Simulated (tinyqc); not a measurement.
# A stack of flat layers between unequal leads with mass mismatch, transfer matrices: transmission against energy

One electron of energy E comes from the left lead (band edge 0); no transverse momentum. Parabolic bands, masses in units of m0, C = hbar^2/(2 m0); psi and psi'/m are continuous at every interface. The layers follow each other from left to right, then the right lead.

For the pair (psi, psi'/m) a flat layer has M = [[cos kd, (m/k) sin kd], [-(k/m) sin kd, cos kd]] with k = sqrt(m (E - U)/C) above its edge U, and M = [[cosh Kd, (m/K) sinh Kd], [(K/m) sinh Kd, cosh Kd]] with K = sqrt(m (U - E)/C) below it. The matrices are multiplied with later layers to the left. With M acting on (psi, psi'/m) and v = k/m in each lead, T(E) = 4 vL vR/[(vL vR M12 - M21)^2 + (vR M11 + vL M22)^2]. The last column is exp(-2 sum K d) over the layers with U > E.

Parameters, values chosen for the exercise; masses and band edges of a made-up stack: mass in the left lead mL = 0.068 m0; band edges of the layers, left to right U = [0.17, 0.1, 0.23] eV; masses of the layers m = [0.074, 0.076, 0.091] m0; widths of the layers d = [1.6, 1.1, 0.7] nm; band edge of the right lead UR = -0.03 eV; mass in the right lead mR = 0.076 m0.

Constants: q = 1.602176634e-19 C, hbar = 1.054571817e-34 J s, m0 = 9.1093837015e-31 kg, hbar^2/(2 m0) = 0.0380998212 eV nm^2. Results are converted to the units shown.

Result of one run:
```
E (eV)	T(E)	exp(-2 sum K d)
0.215	0.6890	0.7672
```

What becomes of these results when the electron energy E is changed from 0.215 to 0.45 eV, all else the same?

Result of the changed run:
```
E (eV)	T(E)	exp(-2 sum K d)
0.45	0.9985	1.000
```

The whole series:
```
E (eV)	T(E)	exp(-2 sum K d)
0.02	0.06206	0.02739
0.059	0.1636	0.04931
0.098	0.2845	0.1198
0.137	0.4202	0.2299
0.176	0.5594	0.6048
0.215	0.6890	0.7672
0.255	0.8007	1.000
0.294	0.8831	1.000
0.333	0.9397	1.000
0.372	0.9743	1.000
0.411	0.9922	1.000
0.45	0.9985	1.000
```

T(E) runs from 0.0621 at 0.02 eV to 0.999 at 0.45 eV; among the rows its largest value is 0.999 at 0.45 eV. In every row a layer is thinner than 0.8 nm, a few atomic planes, where an effective mass is a rough description.

Computed by the program tinyqc: `OMP_NUM_THREADS=1 python tinyqc.py 2560116 2560117 out.jsonl`, one thread of a shared Intel Xeon 2.30GHz, about 0.01 s for the whole run.
